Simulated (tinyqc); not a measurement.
Three descriptions against temperature: one anharmonic mode: perturbation theory, self-consistent phonons and exact levels. Computed by tinyqc, a small Python program. Command: `OMP_NUM_THREADS=1 python tinyqc.py 3013517 3013518 out.jsonl scp walk`. One thread of a shared host (Intel(R) Xeon(R) Processor @ 2.30GHz), about 0.03 s of CPU time with the checks.

V(x) = k x^2/2 + b x^4 for one coordinate x of mass M. A constant K > 0 gives hbar Omega = sqrt((hbar^2/u) K/M) with K in eV/angstrom^2 and M in u.

Inputs (values chosen for the exercise, for a model mode): mode mass M = 44.1 u; harmonic constant k = -4.72 eV/angstrom^2; quartic constant b = 59.2 eV/angstrom^4.

Shape: double well.

Constants: hbar^2/u = 4.18015928e-03 eV angstrom^2; k_B = 8.617333262e-05 eV/K.

Method:
- Self-consistent phonon, centred at x = 0: K = k + 12 b <x^2>, <x^2> = (hbar Omega/(2K)) coth(hbar Omega/(2 k_B T)).
- Its free energy is F = k_B T ln[2 sinh(hbar Omega/(2 k_B T))] + (k - K)<x^2>/2 + 3 b <x^2>^2, an upper bound to the exact one.
- Basis: oscillator states n of the constant |k|, with x = s (a + a+), s^2 = hbar Omega/(2|k|); H = hbar Omega (n + 1/2) + (k - |k|) x^2/2 + b x^4, with exact matrix elements of x^2 and x^4.
- Exact values use 120 basis states: F = -k_B T ln sum exp(-E_n/(k_B T)), and <x^2> is the Boltzmann mean.
- The classical <x^2> is int x^2 exp(-V/(k_B T)) dx / int exp(-V/(k_B T)) dx (2001 points over six exact widths each way).

Results; columns: (1) T (K); (2) hbar Omega, self-consistent (meV); (3) <x^2>, self-consistent; (4) <x^2>, exact; (5) F, self-consistent (meV); (6) F, exact (meV); (7) <x^2>, classical:
```
(1)     (2)        (3)       (4)      (5)      (6)       (7)
12   6.5351  0.0072784  0.015018  -6.1426  -11.104  0.019705
29   7.1686  0.0074073  0.015594  -6.3063  -11.931  0.019346
61   8.8445  0.0078058  0.015825  -7.4802  -13.853  0.018492
110  10.882  0.0084028  0.015805  -10.716  -17.541  0.017354
200  13.539  0.0093662  0.015906  -19.299  -26.596  0.016592
340  16.375   0.010626  0.016510  -36.719  -44.764  0.016800
590  19.790   0.012460  0.017940  -75.226  -84.716  0.018051
980  23.368   0.014753  0.020139  -146.89  -158.66  0.020183
```

The self-consistent quantum hardens from 6.54 to 23.37 meV, since a wider spread samples the steep quartic walls, and it is real at all T although k is negative. Its <x^2> misses by -51.5 % at the lowest T and -26.7 % at the highest; the excess in F runs from 4.961 to 11.772 meV. One Gaussian centred at zero cannot describe a density with two peaks, so it is poorest at low T. The classical value is 1.31 of the exact one at the lowest T and 1.002 at the highest.

Extremes, crossings and ranges named in words are read from the listed rows.
